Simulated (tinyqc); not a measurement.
Three-level Kane dispersion of a narrow-gap semiconductor: sweeps and comparisons. A value that a table varies takes the place of the one given here.

Zero of energy at Gamma8, c = hbar^2/2m0, P^2 = Ep c. The free-electron term and remote bands are left out, so the heavy holes are flat at E = 0 and the other three bands obey E (E - Eg)(E + Dso) = P^2 k^2 (E + 2 Dso/3). The conduction band is the highest root; its edge is Ec = max(Eg, 0).

Degenerate electrons at T = 0: kF = (3 pi^2 n)^(1/3), 1 cm^-3 = 1e-24 angstrom^-3; EF is the highest root at kF. The momentum (cyclotron, optical) mass is m(E) = hbar^2 k/(dE/dk) = c d(k^2)/dE with d(k^2)/dE = k^2 [1/E + 1/(E - Eg) + 1/(E + Dso) - 1/(E + 2 Dso/3)]; the density of states is k d(k^2)/dE/(2 pi^2).

Edge mass m0* = Eg (Eg + Dso)/(Ep (Eg + 2 Dso/3)).
Constants: hbar^2/2m0 = 3.80998211 eV angstrom^2.

Inputs chosen for the exercise (near those of InAs; shifted at random, so the results belong to these values and not to a real crystal): Eg = 0.409 eV (E(Gamma6) - E(Gamma8)); Dso = 0.38 eV (spin-orbit splitting); Ep = 21.3 eV (Kane energy); k = 0.01 1/angstrom (wave vector); n = 3.9e+16 cm^-3 (electron density).

## Filling the band

n from 1e15 to 1e19 cm^-3. The last column is the local power d ln(EF - Ec)/d ln n = kF^2/(1.5 (EF - Ec) d(k^2)/dE).

Results:

| n (cm^-3) | kF (1/angstrom) | EF - Ec (meV) | parabolic (meV) | m(EF) | m(EF)/m0* | power |
|---|---|---|---|---|---|---|
| 1.0e+15 | 0.00309 | 1.6 | 1.6 | 0.0230 | 1.01 | 0.664 |
| 1.0e+16 | 0.00667 | 7.3 | 7.4 | 0.0236 | 1.03 | 0.656 |
| 3.0e+16 | 0.00961 | 14.9 | 15.4 | 0.0244 | 1.07 | 0.646 |
| 1.0e+17 | 0.01436 | 32.1 | 34.3 | 0.0261 | 1.14 | 0.626 |
| 3.0e+17 | 0.02071 | 62.8 | 71.4 | 0.0291 | 1.27 | 0.595 |
| 1.0e+18 | 0.03094 | 125.2 | 159.4 | 0.0353 | 1.54 | 0.550 |
| 3.0e+18 | 0.04462 | 223.5 | 331.6 | 0.0449 | 1.96 | 0.504 |
| 1.0e+19 | 0.06665 | 398.7 | 739.9 | 0.0617 | 2.70 | 0.459 |

How do the results move?

The power falls from 0.664 to 0.459: 2/3 marks a parabola, 1/3 a linear band. The parabola is within 10 % up to n = 1.0e+17 cm^-3. The mass has doubled by n = 1.0e+19 cm^-3 and ends at 2.7 times its edge value.

## Closing and inverting the gap

Eg is varied at fixed k, Dso and Ep. Edge mass: Eg (Eg + Dso)/(Ep (Eg + 2 Dso/3)) for Eg > 0, 3 |Eg|/(2 Ep) for Eg < 0. The Gamma6 weight of the conduction state is 1/(1 + P^2 k^2 [(2/3)/E^2 + (1/3)/(E + Dso)^2]).

Results:

| Eg (eV) | m0* | highest root (eV) | middle (eV) | lowest (eV) | E - Ec (meV) | Gamma6 weight |
|---|---|---|---|---|---|---|
| -0.400 | 0.02817 | 0.0133 | -0.3429 | -0.4504 | 13.3 | 0.032 |
| -0.200 | 0.01408 | 0.0248 | -0.2099 | -0.3949 | 24.8 | 0.102 |
| -0.080 | 0.00563 | 0.0454 | -0.1163 | -0.3892 | 45.4 | 0.275 |
| -0.020 | 0.00141 | 0.0669 | -0.0793 | -0.3876 | 66.9 | 0.450 |
| 0.020 | 0.00137 | 0.0876 | -0.0607 | -0.3869 | 67.6 | 0.582 |
| 0.080 | 0.00518 | 0.1277 | -0.0417 | -0.3860 | 47.7 | 0.745 |
| 0.200 | 0.01201 | 0.2282 | -0.0234 | -0.3847 | 28.2 | 0.900 |
| 0.400 | 0.02242 | 0.4164 | -0.0129 | -0.3835 | 16.4 | 0.966 |

How do the results move?

The edge mass vanishes with |Eg| from both sides, yet the kinetic energy at this k stays finite, at most 67.6 meV in the table; at Eg = 0 the two-level form, without the split-off band, gives the linear value sqrt(2/3) P k = 73.6 meV. The Gamma6 weight of the conduction state goes smoothly from 0.03 to 0.97 and is 0.45 and 0.58 in the two rows next to Eg = 0: at finite k nothing jumps at the inversion.

## What each parameter does

Edge mass, EF - Ec and m(EF). Each row changes one parameter from the base and keeps the others.

Results:

| case | m0* (m0) | EF - Ec (meV) | m(EF) (m0) |
|---|---|---|---|
| base | 0.02287 | 17.65 | 0.02465 |
| n = 7.8e+16 cm^-3 | 0.02287 | 27.45 | 0.02563 |
| Eg = 0.4703 eV | 0.02594 | 15.69 | 0.02751 |
| Dso = 0.323 eV | 0.02251 | 17.92 | 0.02429 |
| Ep = 24.495 eV | 0.01989 | 20.19 | 0.02165 |

How do the results move?

The largest shifts from the base row, up to three for each result and ties (the steps differ in size, so this ranks the rows, not the parameters). m0* (m0): Eg +0.00307, Ep -0.00298, Dso -0.00036; unchanged at the printed digits by n. EF - Ec (meV): n +9.80, Ep +2.54, Eg -1.96. m(EF) (m0): Ep -0.00299, Eg +0.00286, n +0.00098.

tinyqc: `OMP_NUM_THREADS=1 python tinyqc.py 1080982 1080983 out.jsonl`; about 0.01 s, one thread, shared Intel(R) Xeon(R) Processor @ 2.30GHz.
